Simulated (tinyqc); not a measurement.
## Delay unit and parasitic delay from two ring oscillators

Question. A ring of 21 inverters oscillates at 1/(2 x 21 d), with stage delay d = tau (h + p) for fan-out h. Find tau, p and the delay at fan-out 4.

frequencies of 21-stage ring oscillators with fan-out 2 and 5 (GHz): [1.3538831, 0.62729110]

Solution. d is a straight line in h with slope tau and intercept tau p.

tau = 6.79 ps
p = 0.590
delay at fan-out 4 = 31.2 ps

Numbers from tinyqc (`OMP_NUM_THREADS=1 python tinyqc.py 2082187 2082188 out.jsonl`; about 0.01 s on one thread of a shared Intel Xeon 2.30GHz).
